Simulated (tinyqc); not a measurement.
Length of a polyene: Hueckel, PPP and singles CI along the polyenes. Computed by the program tinyqc. Hueckel uses the same beta without repulsion; CIS keeps all single excitations and so misses the low, doubly excited 2Ag state. W is the valence ionisation energy of a centre, MN the Mataga-Nishimoto formula, f the oscillator strength.

All-trans chains of carbon centres 1.40 angstrom apart:

| parameter | value |
|---|---|
| beta (eV), times 1 +/- alternation | -2.250000 |
| alternation | 0.120000 |
| W (eV) | 11.160000 |
| gamma_rr (eV) | 10.220000 |
| repulsion formula | MN |

Gaps and excitations (eV):

| centres | Hueckel gap | PPP orbital gap | bright singlet (CIS) | f | lowest triplet (CIS) |
|---|---|---|---|---|---|
| 2 | 5.040 | 10.166 | 7.587 | 0.650 | 2.493 |
| 6 | 2.701 | 7.063 | 4.546 | 1.325 | 1.441 |
| 8 | 2.287 | 6.465 | 4.005 | 1.661 | 1.268 |
| 10 | 2.025 | 6.080 | 3.659 | 1.977 | 1.165 |

Estimate the missing row, centres = 4.

Computed row:
```
centres  Hueckel gap  PPP orbital gap  bright singlet (CIS)      f  lowest triplet (CIS)
4              3.435            8.087                 5.489  0.964                 1.766
```

The Hueckel gap tends to 4 x alternation x |beta| = 1.08 eV for long chains. Exchange opens the PPP orbital gap, and the attraction of electron and hole brings the bright state 2.42 eV below it at 10 centres; the triplet lies 2.49 eV lower still.
